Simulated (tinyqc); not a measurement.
## Round nanowire with a gate all round, subbands and threshold shift from confinement: confinement against the diameter

Undoped body with a flat potential across it, hard walls, transport along x. One isotropic valley (g = 1, mx = my = mz = me). Non-parabolicity enters the subband edges through E (1 + al E) = gamma, so E = 2 gamma/(1 + sqrt(1 + 4 al gamma)); motion within a subband is taken as parabolic with the band-edge mass. Energies are counted from the bulk band edge.

gamma = C (2 z/(t + dl))^2 (1/my + 1/mz)/2, z the zeros of the Bessel functions J_l (2.404826, 3.831706, 5.135622, 5.520078, ...), twofold for l > 0; the mean inverse mass is an approximation for anisotropic valleys, C = hbar^2/(2 m0). Each subband has N_k = g sqrt(2 mx m0 kB T/(pi hbar^2)); without degeneracy n = exp(EF/Vt) sum N_k exp(-E_k/Vt). Classical value Nc times pi t^2/4, Nc = sum over valleys of 2 g (m m0 kB T/(2 pi hbar^2))^1.5 with m = (mx my mz)^(1/3). Threshold shift dVT = Vt ln(classical value/sum N_k exp(-E_k/Vt)). With degeneracy n = sum N_k F((EF - E_k)/Vt), F(x) = (1/sqrt(pi)) int_0^infinity u^(-1/2) du/(1 + exp(u - x)); gate: Vg = EF + q n/(Cg P), P = pi t, summed over the 60 lowest subbands at most, with Vg counted from the value that would put EF at the bulk band edge of an empty body. The last two columns are for Vg = 0.7 V; sensitivity d(dVT)/dt by central differences between 0.99 and 1.01 times the value.

Inputs (values chosen for the exercise); masses close to those of InAs:
- T = 200 K (temperature)
- me = 0.0225 m0 (mass at the band edge)
- al = 2.9 1/eV (non-parabolicity)
- dl = 0.2 nm (widening of the box by penetration into the insulator)
- Cg = 2.6 uF/cm^2 (gate capacitance per area of interface)

Constants: q = 1.602176634e-19 C, kB = 1.380649e-23 J/K, hbar = 1.054571817e-34 J s, m0 = 9.1093837015e-31 kg, Vt = kB T/q, hbar^2/(2 m0) = 0.0380998212 eV nm^2. Results are converted to the units shown.

Results:
```
t (nm),E_1 (meV),gap to the next edge (meV),dVT (mV),sensitivity (mV/nm),n/P (cm^-2),share of the lowest subband (%)
3,989.0,676.7,900.0,-343.5,3.158e4,100.0
3.8,762.4,539.2,681.6,-216.7,1.199e10,100.0
4.8,582.6,428.8,509.8,-136.0,8.138e11,100.0
6.1,435.9,337.0,371.4,-83.16,1.123e12,99.99
7.7,323.7,264.9,267.2,-50.75,1.543e12,69.41
9.8,233.5,204.5,185.4,-29.76,2.086e12,44.23
12,174.7,162.9,133.5,-18.56,2.579e12,30.43
20,78.24,86.63,54.43,-4.891,3.759e12,12.93
```

Estimate the missing row, t = 16 nm.

Computed row:
```
t (nm),E_1 (meV),gap to the next edge (meV),dVT (mV),sensitivity (mV/nm),n/P (cm^-2),share of the lowest subband (%)
16,112.5,115.5,81.21,-9.019,3.229e12,18.77
```

With this row back in the table: As t grows from 3 to 20 nm, E_1 falls from 989 to 78.2 meV and dVT falls from 900 to 54.4 mV. E_1 goes as t^(-1.10) at the thin end (-2 for a parabolic band without penetration); a thickness error of 0.2 nm moves the threshold by 69 mV in the first row and 0.98 mV in the last. The charge per interface area rises from 31600 to 3.76e12 cm^-2. For t = 7.7, 9.8, 12, 16, 20 the charge in the last two columns would bend the potential across the body by some 30 mV or more, which is left out.

Range of the model: Non-parabolicity also makes carriers heavier within each subband, which is left out, so densities of states are understated at high energy.

Numbers from tinyqc (`OMP_NUM_THREADS=1 python tinyqc.py 2350128 2350129 out.jsonl`; about 0.1 s on one thread of a shared Intel Xeon 2.30GHz).
